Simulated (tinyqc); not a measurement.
CIS on RHF in the sto-3g basis, for BeH2, spin multiplicity 1, step by step. One step of it, computed by the program tinyqc.

Task: CIS matrix, triplets. A(ia,jb) = (e_a - e_i) d_ij d_ab - (ij|ab).

orbital energies (hartree): [-4.527728, -0.432364, -0.391819, 0.213797, 0.213797, 0.393802, 0.781497]

Two-electron integrals over orbitals (pq|rs), unique and non-zero (hartree):
```
(11|11) 2.271727    (21|11) -0.190016   (21|21) 0.024494    (22|11) 0.467707
(22|21) -0.005906   (22|22) 0.385014    (31|11) -0.010118   (31|21) 0.000990
(31|22) -0.001751   (31|31) 0.005392    (32|11) 0.000335    (32|21) -0.000894
(32|22) -0.019581   (32|31) 0.011906    (32|32) 0.158966    (33|11) 0.433283
(33|21) -0.002592   (33|22) 0.393151    (33|31) 0.001136    (33|32) 0.016191
(33|33) 0.420304    (41|41) 0.015756    (42|41) 0.015009    (42|42) 0.047906
(43|41) 0.000824    (43|42) 0.001840    (43|43) 0.013329    (44|11) 0.569181
(44|21) -0.007481   (44|22) 0.359022    (44|31) -0.000386   (44|32) 0.000014
(44|33) 0.342866    (44|44) 0.449859    (51|51) 0.015756    (52|51) 0.015009
(52|52) 0.047906    (53|51) 0.000824    (53|52) 0.001840    (53|53) 0.013329
(54|54) 0.024249    (55|11) 0.569181    (55|21) -0.007481   (55|22) 0.359022
(55|31) -0.000386   (55|32) 0.000014    (55|33) 0.342866    (55|44) 0.401360
(55|55) 0.449859    (61|11) -0.190359   (61|21) 0.025077    (61|22) -0.006260
(61|31) 0.001502    (61|32) 0.000214    (61|33) -0.003304   (61|44) -0.005422
(61|55) -0.005422   (61|61) 0.025845    (62|11) 0.128013    (62|21) -0.006219
(62|22) -0.018632   (62|31) -0.000121   (62|32) 0.005871    (62|33) -0.042267
(62|44) 0.062080    (62|55) 0.062080    (62|61) -0.004892   (62|62) 0.080834
(63|11) 0.010801    (63|21) -0.000336   (63|22) 0.009972    (63|31) -0.001105
(63|32) -0.091904   (63|33) -0.012763   (63|44) 0.005428    (63|55) 0.005428
(63|61) -0.000360   (63|62) 0.002320    (63|63) 0.085718    (64|41) 0.016296
(64|42) 0.046808    (64|43) 0.002862    (64|64) 0.049984    (65|51) 0.016296
(65|52) 0.046808    (65|53) 0.002862    (65|65) 0.049984    (66|11) 0.466679
(66|21) -0.006733   (66|22) 0.383108    (66|31) -0.000046   (66|32) 0.003533
(66|33) 0.395093    (66|44) 0.358068    (66|55) 0.358068    (66|61) -0.006471
(66|62) -0.029650   (66|63) -0.004704   (66|66) 0.399968    (71|11) 0.003055
(71|21) -0.001007   (71|22) -0.002113   (71|31) 0.010067    (71|32) 0.018575
(71|33) 0.002078    (71|44) 0.000052    (71|55) 0.000052    (71|61) -0.000116
(71|62) 0.000311    (71|63) -0.000483   (71|66) 0.000621    (71|71) 0.019349
(72|11) -0.009723   (72|21) 0.000112    (72|22) 0.005452    (72|31) 0.004229
(72|32) -0.040698   (72|33) -0.002396   (72|44) -0.004298   (72|55) -0.004298
(72|61) 0.000403    (72|62) -0.008094   (72|63) 0.061520    (72|66) 0.000499
(72|71) 0.008051    (72|72) 0.057328    (73|11) 0.146894    (73|21) -0.004358
(73|22) -0.001202   (73|31) 0.000127    (73|32) 0.000424    (73|33) -0.018287
(73|44) 0.066456    (73|55) 0.066456    (73|61) -0.003526   (73|62) 0.076177
(73|63) 0.008037    (73|66) -0.022058   (73|71) 0.000650    (73|72) -0.003656
(73|73) 0.085133    (74|41) -0.000315   (74|42) -0.001682   (74|43) 0.013388
(74|64) -0.000652   (74|74) 0.016849    (75|51) -0.000315   (75|52) -0.001682
(75|53) 0.013388    (75|65) -0.000652   (75|75) 0.016849    (76|11) 0.000680
(76|21) -0.000636   (76|22) -0.016069   (76|31) 0.010235    (76|32) 0.139976
(76|33) 0.016065    (76|44) -0.000213   (76|55) -0.000213   (76|61) 0.000287
(76|62) 0.004539    (76|63) -0.092445   (76|66) 0.004461    (76|71) 0.016384
(76|72) -0.050270   (76|73) -0.000574   (76|76) 0.137946    (77|11) 0.557418
(77|21) -0.008010   (77|22) 0.410761    (77|31) -0.000723   (77|32) -0.006171
(77|33) 0.426651    (77|44) 0.382477    (77|55) 0.382477    (77|61) -0.008035
(77|62) -0.024994   (77|63) 0.002474    (77|66) 0.419388    (77|71) -0.000294
(77|72) 0.003091    (77|73) -0.001087   (77|76) -0.004261   (77|77) 0.466598
```

Give: CIS matrix A, triplet.

Result:

CIS matrix A, triplet (hartree), order 1>4, 1>5, 1>6, 1>7, 2>4, 2>5, 2>6, 2>7, 3>4, 3>5, 3>6, 3>7:
```
[[4.1723, 0.0000, 0.0000, 0.0000, 0.0075, 0.0000, 0.0000, 0.0000, 0.0004, 0.0000, 0.0000, 0.0000],
 [0.0000, 4.1723, 0.0000, 0.0000, 0.0000, 0.0075, 0.0000, 0.0000, 0.0000, 0.0004, 0.0000, 0.0000],
 [0.0000, 0.0000, 4.4549, -0.0007, 0.0000, 0.0000, 0.0067, 0.0006, 0.0000, 0.0000, 0.0000, -0.0102],
 [0.0000, 0.0000, -0.0007, 4.7518, 0.0000, 0.0000, 0.0006, 0.0080, 0.0000, 0.0000, -0.0102, 0.0007],
 [0.0075, 0.0000, 0.0000, 0.0000, 0.2871, 0.0000, 0.0000, 0.0000, 0.0000, 0.0000, 0.0000, 0.0000],
 [0.0000, 0.0075, 0.0000, 0.0000, 0.0000, 0.2871, 0.0000, 0.0000, 0.0000, 0.0000, 0.0000, 0.0000],
 [0.0000, 0.0000, 0.0067, 0.0006, 0.0000, 0.0000, 0.4431, 0.0161, 0.0000, 0.0000, -0.0035, -0.1400],
 [0.0000, 0.0000, 0.0006, 0.0080, 0.0000, 0.0000, 0.0161, 0.8031, 0.0000, 0.0000, -0.1400, 0.0062],
 [0.0004, 0.0000, 0.0000, 0.0000, 0.0000, 0.0000, 0.0000, 0.0000, 0.2627, 0.0000, 0.0000, 0.0000],
 [0.0000, 0.0004, 0.0000, 0.0000, 0.0000, 0.0000, 0.0000, 0.0000, 0.0000, 0.2627, 0.0000, 0.0000],
 [0.0000, 0.0000, 0.0000, -0.0102, 0.0000, 0.0000, -0.0035, -0.1400, 0.0000, 0.0000, 0.3905, -0.0161],
 [0.0000, 0.0000, -0.0102, 0.0007, 0.0000, 0.0000, -0.1400, 0.0062, 0.0000, 0.0000, -0.0161, 0.7467]]
```
